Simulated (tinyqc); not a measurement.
# Worked calculation: CMOS latch-up, two-transistor model

tinyqc, about 0.04 s, one thread, Intel Xeon 2.30GHz (shared host): `OMP_NUM_THREADS=1 python tinyqc.py 2670045 2670046 out.jsonl` Printed values are rounded.

A parasitic pnp (emitter at Vdd, base shunted by Rw) and npn (emitter at ground, base shunted by Rs) feed each other: the npn collector current flows out of the pnp base node, the pnp collector current into the npn base node. Forward-active transistors with constant gains: Icn = Isn exp(Vn/Vt), Icp = Isp (exp(Vp/Vt) - 1). A current Ii is injected into the npn base node.

Inputs (values chosen for the exercise); values close to those of bulk CMOS:
```
symbol,value,unit,meaning
T,300,K,temperature
bn,23.9,,current gain of the npn
bp,3.7,,current gain of the pnp
Isn,7.1e-15,A,saturation current of the npn at T
Isp,1.1e-15,A,saturation current of the pnp at T
Rs,1200,ohm,substrate resistance shunting the npn
Rw,1000,ohm,well resistance shunting the pnp
R2,50,ohm,resistance from the pnp collector to the npn base
Von,0.69,V,base-emitter voltage in the on state
Vsat,0.17,V,saturation voltage
Vdd,2.5,V,supply voltage
Ii,0.542,mA,current injected into the substrate
```

Constants: q = 1.602176634e-19 C, kB = 1.380649e-23 J/K, Vt = kB T/q. Results are converted to the units shown.

## Holding current and voltage

On state with both base-emitter voltages at Von: npn base current Ib = (Von/Rs + bp Von/Rw)/(bn bp - 1), holding current Ih = (bn + 1) Ib + Von/Rs, holding voltage Vh = Vsat + Von + R2 (Ib + Von/Rs).

bn bp = 88.43
Ib = 0.0357772 mA
Ih = 1.46585 mA
Vh = 0.890539 V

Vh is below Vdd = 2.5 V, so the supply can sustain a latched state.

## The off branch

| point | Vn (V) |
|---|---|
| 0 | 0.448 |
| 1 | 0.528 |
| 2 | 0.578 |
| 3 | 0.608 |
| 4 | 0.628 |
| 5 | 0.648 |
| 6 | 0.663 |
| 7 | 0.678 |

Node equations: Vp/Rw + Icp/bp = Icn and Vn/Rs + Icn/bn = Icp + Ii. Loop gain G = gn gp/[(1/Rw + gp/bp)(1/Rs + gn/bn)], gn = Icn/Vt, gp = (Icp + Isp)/Vt; the off state ends where G = 1, and Ii there is the trigger current. For each Vn: Icn, then Vp from the first equation, then Ii from the second.

| point | Icn (mA) | Vp (V) | Icp (mA) | Ii (mA) | G |
|---|---|---|---|---|---|
| 0 | 2.3841e-4 | 2.3841e-4 | 1.0191e-14 | 0.37334 | 4.7503e-13 |
| 1 | 0.0052634 | 0.0052634 | 2.4839e-13 | 0.44022 | 1.2614e-11 |
| 2 | 0.036411 | 0.036411 | 3.3985e-12 | 0.48319 | 2.7467e-10 |
| 3 | 0.11620 | 0.11620 | 9.7410e-11 | 0.51153 | 1.6769e-8 |
| 4 | 0.25188 | 0.25188 | 1.8740e-8 | 0.53387 | 5.6915e-6 |
| 5 | 0.54598 | 0.54555 | 0.0016077 | 0.56124 | 0.75230 |
| 6 | 0.97537 | 0.71126 | 0.97721 | -0.38390 | 52.717 |
| 7 | 1.7424 | 0.74559 | 3.6883 | -3.0504 | 66.534 |

Ii peaks at 0.5613 mA, at Vn = 0.6484 V where G = 1; beyond it the loop feeds itself.

## Iteration 1: response to the injected current, once round the loop per iteration

Vn at the start = 0.5 V

Icn = Isn exp(Vn/Vt); Vp solves Vp/Rw + Icp/bp = Icn; Vn(new) solves Vn/Rs + (Isn/bn) exp(Vn/Vt) = Icp + Ii.

Icn = 0.00178192 mA
Vp = 0.00178192 V
Icp = 7.84948e-14 mA
Vn after iteration 1 = 0.634277 V

## Iteration 2: response to the injected current, once round the loop per iteration

As before.

Icn = 0.321108 mA
Vp = 0.321107 V
Icp = 2.72746e-7 mA
Vn after iteration 2 = 0.634278 V

## Course of the iteration: response to the injected current, once round the loop per iteration

Stop when Vn changes by less than 1e-9 V, or after 150 iterations. Vn must stay below 1.1 V.

Course of the iteration:

| iteration | Vn (V) | \|change\| (V) |
|---|---|---|
| 1 | 0.634277 | 0.134 |
| 2 | 0.634278 | 2.02e-7 |
| 3 | 0.634278 | 1.95e-11 |

Converged in 3 iterations. The change falls from 0.13 in the first iteration to below the tolerance in the last. An off state exists, since Ii is below the trigger current, the largest Ii that the node equations allow, 0.5613 mA.
